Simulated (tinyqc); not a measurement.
Worked calculation: LCCD on RHF in the sto-3g basis, for H4, spin multiplicity 1. Computed by tinyqc, a small Python program that keeps every step (integrals from PySCF). Settings: charge = 0, multiplicity = 1, basis = sto-3g, method = RHF, energy threshold = 1e-10, iteration cap = 57, orthogonalisation = canonical, start = core, DIIS depth = 6, amplitude equations = LCCD, DIIS depth for amplitudes = 4, cap on updates = 50. Command: `OMP_NUM_THREADS=1 python tinyqc.py 27503 27504 out.jsonl` (the two numbers bound the seeds that draw the settings). One thread of a shared host (Intel(R) Xeon(R) Processor @ 2.60GHz), about 0.07 s of CPU time with the checks. The early iterations of the SCF are left out here.

## One-electron integrals

Geometry (angstrom):

| atom | x | y | z |
|---|---|---|---|
| H | 0.000000 | 0.000000 | 0.000000 |
| H | 0.000000 | 0.000000 | 0.872000 |
| H | 0.000000 | 0.000000 | 2.292000 |
| H | 0.000000 | 0.000000 | 3.164000 |

Basis sto-3g: exponents (1/bohr^2) and contraction coefficients of normalised primitives:

| element | l (shell) | exponent | coefficient |
|---|---|---|---|
| H | s (1) | 3.425251 | 0.154329 |
| H | s (1) | 0.623914 | 0.535328 |
| H | s (1) | 0.168855 | 0.444635 |

Overlap, kinetic and nuclear-attraction integrals over the contracted functions; the nuclear repulsion is the sum of Za Zb / Rab.

nuclear repulsion = 2.21537886 hartree

overlap S, lower triangle:
```
          1H 1s     2H 1s     3H 1s     4H 1s
1H 1s  1.000000
2H 1s  0.574754  1.000000
3H 1s  0.072398  0.287567  1.000000
4H 1s  0.012838  0.072398  0.574754  1.000000
```

kinetic energy T (hartree), lower triangle:
```
           1H 1s      2H 1s     3H 1s     4H 1s
1H 1s   0.760032
2H 1s   0.165822   0.760032
3H 1s  -0.011453   0.017447  0.760032
4H 1s  -0.005301  -0.011453  0.165822  0.760032
```

nuclear attraction V (hartree), lower triangle:
```
           1H 1s      2H 1s      3H 1s      4H 1s
1H 1s  -2.200767
2H 1s  -1.254798  -2.404059
3H 1s  -0.140743  -0.583566  -2.404059
4H 1s  -0.024004  -0.140743  -1.254798  -2.200767
```

core Hamiltonian H = T + V (hartree), lower triangle:
```
           1H 1s      2H 1s      3H 1s      4H 1s
1H 1s  -1.440736
2H 1s  -1.088977  -1.644027
3H 1s  -0.152196  -0.566119  -1.644027
4H 1s  -0.029305  -0.152196  -1.088977  -1.440736
```

## Two-electron integrals

Functions are numbered as in S; the eight-fold symmetry (ij|kl) = (ji|kl) = (kl|ij) leaves the list below.

Two-electron integrals (ij|kl) in chemists' order, unique and non-zero (hartree):
```
(11|11) 0.774606   (21|11) 0.372346   (21|21) 0.218495   (22|11) 0.521640
(22|21) 0.372346   (22|22) 0.774606   (31|11) 0.031434   (31|21) 0.020741
(31|22) 0.040843   (31|31) 0.002590   (32|11) 0.096890   (32|21) 0.071083
(32|22) 0.157782   (32|31) 0.010605   (32|32) 0.047792   (33|11) 0.230626
(33|21) 0.164294   (33|22) 0.363040   (33|31) 0.031434   (33|32) 0.157782
(33|33) 0.774606   (41|11) 0.004392   (41|21) 0.003041   (41|22) 0.006309
(41|31) 0.000428   (41|32) 0.001861   (41|33) 0.006309   (41|41) 0.000075
(42|11) 0.019784   (42|21) 0.014289   (42|22) 0.031434   (42|31) 0.002286
(42|32) 0.010605   (42|33) 0.040843   (42|41) 0.000428   (42|42) 0.002590
(43|11) 0.112024   (43|21) 0.077202   (43|22) 0.164294   (43|31) 0.014289
(43|32) 0.071083   (43|33) 0.372346   (43|41) 0.003041   (43|42) 0.020741
(43|43) 0.218495   (44|11) 0.167245   (44|21) 0.112024   (44|22) 0.230626
(44|31) 0.019784   (44|32) 0.096890   (44|33) 0.521640   (44|41) 0.004392
(44|42) 0.031434   (44|43) 0.372346   (44|44) 0.774606
```

## Orthogonalisation

S = U s U^T; canonical form X = U s^(-1/2), so that X^T S X = 1. Each column of U has its largest component positive (the first on a tie).

eigenvalues of S: 0.329000  0.488632  1.370595  1.811773

X:
```
               1          2          3         4
1H 1s  -0.747968   0.786043   0.480117  0.330660
2H 1s   0.979951  -0.636710   0.366459  0.408212
3H 1s  -0.979951  -0.636710  -0.366459  0.408212
4H 1s   0.747968   0.786043  -0.480117  0.330660
```

## Iteration 6 (converged): orbitals

converged F (hartree), lower triangle:
```
           1H 1s      2H 1s      3H 1s      4H 1s
1H 1s  -0.300653
2H 1s  -0.535594  -0.330332
3H 1s  -0.093148  -0.226446  -0.330332
4H 1s  -0.008908  -0.093148  -0.535594  -0.300653
```

Diagonalise F' = X^T F X, C = X C', fill 2 alpha and 2 beta electrons from the bottom; D = 2 C_occ C_occ^T. Each column has its largest component positive (the first on a tie).

F' = X^T F X (hartree), lower triangle:
```
           1          2          3          4
1   0.771241
2   0.000000   0.424728
3  -0.038861   0.000000  -0.473786
4   0.000000  -0.010239   0.000000  -0.592720
```

orbital energies (hartree): MO1 -0.592823, MO2 -0.474998, MO3 0.424831, MO4 0.772453

coefficients C:
```
            MO1        MO2        MO3        MO4
1H 1s  0.338552   0.456572   0.782677  -0.762568
2H 1s  0.401785   0.396824  -0.640785   0.968053
3H 1s  0.401785  -0.396824  -0.640785  -0.968053
4H 1s  0.338552  -0.456572   0.782677   0.762568
```

D after iteration 6, lower triangle:
```
           1H 1s      2H 1s     3H 1s     4H 1s
1H 1s   0.646150
2H 1s   0.634407   0.637801
3H 1s  -0.090307   0.007924  0.637801
4H 1s  -0.187681  -0.090307  0.634407  0.646150
```

## Convergence

Stop when the energy changes by less than 1e-10 hartree and every element of the error matrix X^T (F D S - S D F) X is below 3e-06.

Course of the cycle:

| iteration | E (hartree) | change | largest element of the error matrix |
|---|---|---|---|
| 1 | -2.06405752 | - | 3.69e-01 |
| 2 | -2.18506807 | -1.21e-01 | 1.04e-02 |
| 3 | -2.18513720 | -6.91e-05 | 1.95e-03 |
| 4 | -2.18514135 | -4.15e-06 | 9.15e-06 |
| 5 | -2.18514135 | -6.55e-11 | 3.19e-06 |
| 6 | -2.18514135 | -5.72e-12 | 1.93e-06 |

PySCF RHF in the same basis = -2.18514135 hartree

Converged in 6 iterations.

## Integrals over molecular orbitals

(pq|rs) = sum C_ip C_jq C_kr C_ls (ij|kl), one index at a time.

one-electron integrals over orbitals h = C^T H C (hartree), lower triangle:
```
           1          2          3          4
1  -1.725879
2   0.000000  -1.606820
3   0.116886   0.000000  -1.126110
4   0.000000  -0.106460   0.000000  -0.895646
```

Two-electron integrals over orbitals (pq|rs), unique and non-zero (hartree):
```
(11|11) 0.451807    (21|21) 0.201542    (22|11) 0.441395    (22|22) 0.450573
(31|11) -0.045003   (31|22) -0.002198   (31|31) 0.104852    (32|21) 0.067487
(32|32) 0.101219    (33|11) 0.439067    (33|22) 0.439440    (33|31) -0.012156
(33|33) 0.457164    (41|21) 0.020645    (41|32) -0.075167   (41|41) 0.088140
(42|11) 0.054919    (42|22) 0.017268    (42|31) -0.101934   (42|33) 0.014682
(42|42) 0.107238    (43|21) -0.193891   (43|32) -0.069011   (43|41) -0.018067
(43|43) 0.206551    (44|11) 0.470701    (44|22) 0.461038    (44|31) -0.049602
(44|33) 0.472684    (44|42) 0.060698    (44|44) 0.515560
```

## LCCD: starting amplitudes

t_ij^ab = <ij||ab> / (e_i + e_j - e_a - e_b), whose energy is MP2.

Starting amplitudes (spin orbitals 1a, 1b, ...; amplitudes related by a flip of all spins are not repeated):

| from | to | t |
|---|---|---|
| 2a 2b | 3a 3b | -0.056244 |
| 1a 1b | 3a 3b | -0.051517 |
| 1a 2b | 3a 4b | 0.045002 |
| 2a 2b | 4a 4b | -0.042983 |
| 1a 2b | 3b 4a | -0.033185 |
| 1a 1b | 4a 4b | -0.032279 |
| 1a 2a | 3a 4a | 0.011817 |

correlation energy = -0.03334494 hartree

## LCCD: amplitude update 1

t_ij^ab D_ij^ab are set to the remaining terms of the spin-orbital equations, evaluated with the old amplitudes; for the doubles these are <ij||ab> + 1/2 <ab||ef> t_ij^ef + 1/2 <mn||ij> t_mn^ab + P(ij)P(ab) <mb||ej> t_im^ae, D the orbital-energy denominators (linear CCD).

Amplitudes after update 1 (spin orbitals 1a, 1b, ...; amplitudes related by a flip of all spins are not repeated):

| from | to | t |
|---|---|---|
| 2a 2b | 3a 3b | -0.080842 |
| 1a 1b | 3a 3b | -0.068015 |
| 1a 2b | 3a 4b | 0.062922 |
| 2a 2b | 4a 4b | -0.054660 |
| 1a 2b | 3b 4a | -0.049149 |
| 1a 1b | 4a 4b | -0.043875 |
| 1a 2a | 3a 4a | 0.013773 |

correlation energy = -0.04599686 hartree

## LCCD: amplitude update 2

As before.

Amplitudes after update 2 (spin orbitals 1a, 1b, ...; amplitudes related by a flip of all spins are not repeated):

| from | to | t |
|---|---|---|
| 2a 2b | 3a 3b | -0.092637 |
| 1a 1b | 3a 3b | -0.074036 |
| 1a 2b | 3a 4b | 0.069516 |
| 2a 2b | 4a 4b | -0.058435 |
| 1a 2b | 3b 4a | -0.055374 |
| 1a 1b | 4a 4b | -0.048945 |
| 1a 2a | 3a 4a | 0.014142 |

correlation energy = -0.05097373 hartree

## LCCD: convergence

E_corr = 1/4 sum <ij||ab> t_ij^ab; stop when the norm of the change is below 1e-8.

Course of the amplitude iterations:

| update | correlation energy (hartree) | norm of the change |
|---|---|---|
| 0 | -0.03334494 | - |
| 1 | -0.04599686 | 9.61e-02 |
| 2 | -0.05097373 | 3.90e-02 |
| 3 | -0.05433069 | 1.62e-02 |
| 4 | -0.05432658 | 1.59e-03 |
| 5 | -0.05432625 | 3.51e-04 |
| 6 | -0.05432835 | 6.63e-05 |
| 7 | -0.05432842 | 9.49e-06 |
| 8 | -0.05432849 | 1.27e-06 |
| 9 | -0.05432852 | 3.49e-07 |
| 10 | -0.05432853 | 1.01e-07 |
| 11 | -0.05432853 | 2.15e-08 |
| 12 | -0.05432853 | 7.76e-09 |

Converged amplitudes (spin orbitals 1a, 1b, ...; amplitudes related by a flip of all spins are not repeated):

| from | to | t |
|---|---|---|
| 2a 2b | 3a 3b | -0.102964 |
| 1a 1b | 3a 3b | -0.076428 |
| 1a 2b | 3a 4b | 0.074185 |
| 2a 2b | 4a 4b | -0.059496 |
| 1a 2b | 3b 4a | -0.059397 |
| 1a 1b | 4a 4b | -0.052957 |
| 1a 2a | 3a 4a | 0.014788 |

LCCD total energy = -2.23946988 hartree

Converged in 12 updates, with DIIS from the third.
